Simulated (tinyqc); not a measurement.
# Joule-heated wire on a substrate, fin equation: several studies

A wire of length L loses heat along itself to two contacts and sideways to the substrate: kap A theta'' - g theta + p = 0 with theta = T - T0 and p(x) = p0 exp(-((x/L - x0)/sg)^2/2). The ends are held at T0. Constant conductivity, diffusive heat flow.

Parameters, values chosen for the exercise: conductivity along the wire kap = 27 W/(m K); cross-section A = 54 nm^2; conductance per length to the substrate g = 0.28 W/(m K); length between the contacts L = 360 nm; thermal resistance of each contact Rc = 0 K/uW; peak heating per length p0 = 0.01 uW/nm; place of the hot spot as a share of L x0 = 0.74; width of the hot spot as a share of L sg = 0.08.

Each table varies one quantity; the others keep the values above.

## Effect of the conductance per length to the substrate

The equation is solved on 800 equal steps and the peak is the largest node value. LH = sqrt(kap A/g); the share is the integral of g theta over that of p.

Result of one run:
```
g (W/(m K))	LH (nm)	L/LH	peak theta (K)	peak/(p0/g)	share to the substrate (%)
1.3	33.49	10.75	4.633	0.6023	91.17
```

What becomes of these results when the conductance per length to the substrate g is changed from 1.3 to 0.28 W/(m K), all else the same?

Result of the changed run:
```
g (W/(m K))	LH (nm)	L/LH	peak theta (K)	peak/(p0/g)	share to the substrate (%)
0.28	72.16	4.989	11.93	0.3341	67.97
```

The whole series:
```
g (W/(m K))	LH (nm)	L/LH	peak theta (K)	peak/(p0/g)	share to the substrate (%)
0.028	228.2	1.578	24.99	0.06998	18.58
0.06	155.9	2.309	21.45	0.1287	32.51
0.13	105.9	3.399	16.78	0.2181	50.43
0.28	72.16	4.989	11.93	0.3341	67.97
0.6	49.30	7.303	7.774	0.4664	81.77
1.3	33.49	10.75	4.633	0.6023	91.17
2.8	22.82	15.78	2.589	0.7249	96.41
```

As g goes from 0.028 to 2.8 W/(m K), the peak theta falls from 25.0 to 2.59 K and the share of heat to the substrate rises from 18.6 to 96.4 %; L/LH goes from 1.6 to 16. Where L/LH is smallest the peak reaches 0.070 of p0/g, where it is largest 0.72. At g = 2.8 W/(m K) LH or L is under 30 nm, where Fourier conduction is a rough picture.

## Effect of the place of the hot spot as a share of L

Same model as above.

The same in every row: LH (nm) = 72.16; L/LH = 4.989.

Effect of the place of the hot spot as a share of L:
```
x0	peak theta (K)	peak/(p0/g)	share to the substrate (%)
0.5	13.08	0.3663	82.24
0.57	13.02	0.3645	81.15
0.65	12.74	0.3566	77.04
0.72	12.18	0.3410	70.45
0.8	10.86	0.3041	58.81
0.88	8.320	0.2330	43.85
0.95	5.132	0.1437	31.62
```

As x0 goes from 0.5 to 0.95, the peak theta falls from 13.1 to 5.13 K and the share of heat to the substrate falls from 82.2 to 31.6 %; L/LH is 4.99 throughout.

## Effect of the length between the contacts

Same model as above.

The same in every row: LH (nm) = 72.16.

Effect of the length between the contacts:
```
L (nm)	L/LH	peak theta (K)	peak/(p0/g)	share to the substrate (%)
36	0.4989	0.2910	0.008149	2.260
58	0.8038	0.7333	0.02053	5.649
93	1.289	1.757	0.04921	13.27
150	2.079	3.916	0.1097	28.17
240	3.326	7.580	0.2122	49.38
390	5.405	12.89	0.3610	71.23
630	8.731	18.93	0.5300	86.68
1000	13.86	24.48	0.6855	95.04
```

Read the table: what changes, and by how much?

As L goes from 36 to 1000 nm, the peak theta rises from 0.291 to 24.5 K and the share of heat to the substrate rises from 2.26 to 95.0 %; L/LH goes from 0.50 to 14. Where L/LH is smallest the peak reaches 0.0081 of p0/g, where it is largest 0.69.

Computed by the program tinyqc: `OMP_NUM_THREADS=1 python tinyqc.py 2520020 2520021 out.jsonl`, one thread of a shared Intel Xeon 2.30GHz, about 0.01 s for the whole run.
